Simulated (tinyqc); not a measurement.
Bond length: bond-orbital model of a tetrahedral semiconductor (Harrison's universal couplings).

Hybrid level eh = (es + 3 ep)/4; metallic energy V1 = (ep - es)/4 for each atom; covalent energy V2 = 3.22 hbar^2/(m d^2); polar energy V3 = (ehc - eha)/2; hbar^2/m = 2c, c = hbar^2/2m0. Polarity ap = V3/sqrt(V2^2 + V3^2), covalency ac = V2/sqrt(V2^2 + V3^2). p-p coupling at Gamma Exx = (4/3)(2.22 - 2 x 0.63) hbar^2/(m d^2) = 1.28 hbar^2/(m d^2), s-s coupling Ess = 4 x 1.32 hbar^2/(m d^2).

Constants: hbar^2/2m0 = 3.80998211 eV angstrom^2.

Values chosen for the exercise (near tabulated values for Si; the model gives trends, and its gaps can be far from the real ones; not measured data): esc = -14.8 eV (s level, cation); epc = -7.48 eV (p level, cation); esa = -14.8 eV (s level, anion); epa = -7.48 eV (p level, anion); d = 2.34 angstrom (bond length); Z = 4 (valence electrons of the anion).

d is scaled; levels stay. E0 is the s-like conduction level less Ev at Gamma (Ess = 5.28 u, Exx = 1.28 u); Z* = 4 ap - (Z - 4).

Against d:

| d/d0 | V2 (eV) | ap | Z* | Ev (eV) | E0 (eV) |
|---|---|---|---|---|---|
| 0.94 | 5.071 | 0.0000 | 0.000 | -9.496 | 3.012 |
| 0.98 | 4.666 | 0.0000 | 0.000 | -9.335 | 2.185 |
| 0.99 | 4.572 | 0.0000 | 0.000 | -9.297 | 1.994 |
| 1.00 | 4.481 | 0.0000 | 0.000 | -9.261 | 1.809 |
| 1.01 | 4.393 | 0.0000 | 0.000 | -9.226 | 1.629 |
| 1.02 | 4.307 | 0.0000 | 0.000 | -9.192 | 1.455 |
| 1.04 | 4.143 | 0.0000 | 0.000 | -9.127 | 1.120 |

Give the missing row, d/d0 = 0.96.

Computed row:
```
d/d0  V2 (eV)      ap     Z*  Ev (eV)  E0 (eV)
0.96    4.862  0.0000  0.000   -9.413    2.586
```

Compression raises V2 and E0: dE0/d ln(volume) = -6.09 eV, of which the valence band gives -1.19. The bond stays non-polar.

(tinyqc, `OMP_NUM_THREADS=1 python tinyqc.py 1481366 1481367 out.jsonl`, Intel(R) Xeon(R) Processor @ 2.30GHz, 1 thread, shared host, about 0.01 s.)
